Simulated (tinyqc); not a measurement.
## Thermionic emission over a Gaussian spread of barriers: effect of temperature

Metal on an n-type semiconductor with one parabolic valley; V > 0 is forward bias (metal positive). Patches of barrier height b are spread as a Gaussian with mean phi - r2 V and variance sg^2 + r3 V; each carries A* T^2 exp(-b/Vt) [exp(V/Vt) - 1].

A* = 4 pi q me m0 kB^2/h^3 (times 1e-4 for A/(cm^2 K^2)). The mean of exp(-b/Vt) gives the apparent barrier phi_ap(V) = phi - r2 V - (sg^2 + r3 V)/(2 Vt), J = A* T^2 exp(-phi_ap/Vt) [exp(V/Vt) - 1], and 1/n = 1 + r2 + r3/(2 Vt). J0 = A* T^2 exp(-phi_ap(0)/Vt); the current at zero bias is centred on b = phi - sg^2/Vt.

Values chosen for this exercise; band and dielectric values close to those of cadmium telluride: electron mass me = 0.0986 m0; barrier height seen from the metal phi = 1.11 eV; standard deviation of the barrier heights sg = 0.037 eV; shift of the mean barrier per volt, with its sign reversed (rho2) r2 = -0.031; change of sg^2 per volt (rho3) r3 = -0.0021 V.

Constants: q = 1.602176634e-19 C, kB = 1.380649e-23 J/K, h = 6.62607015e-34 J s, m0 = 9.1093837015e-31 kg, Vt = kB T/q. Results are converted to the units shown.

Effect of temperature:
```
T (K)  phi_ap(0) (eV)      n  J0 (A/cm^2)  barrier that carries most current (eV)
100             1.031  1.180    1.366e-47                                  0.9511
140             1.053  1.134    2.819e-33                                  0.9965
180             1.066  1.109    5.510e-25                                   1.022
220             1.074  1.095    1.438e-19                                   1.038
260             1.079  1.084    9.547e-16                                   1.049
300             1.084  1.077    6.692e-13                                   1.057
350             1.087  1.070    3.201e-10                                   1.065
400             1.090  1.065     3.488e-8                                   1.070
```

The apparent barrier rises from 1.03 to 1.09 eV and n falls from 1.18 to 1.07. A Richardson plot, ln(J0/T^2) against 1/Vt, has the slope -0.974 eV between the first two rows and -1.07 eV between the last two, against phi = 1.11 eV: the plot bends, because cold electrons seek the low patches. In 2 of the 8 rows sg exceeds 3 Vt, so the current comes from more than three deviations below the mean, a tiny share of the area that a Gaussian of independent patches describes poorly.

tinyqc, about 0.01 s, one thread, Intel Xeon 2.30GHz (shared host): `OMP_NUM_THREADS=1 python tinyqc.py 2640167 2640168 out.jsonl`
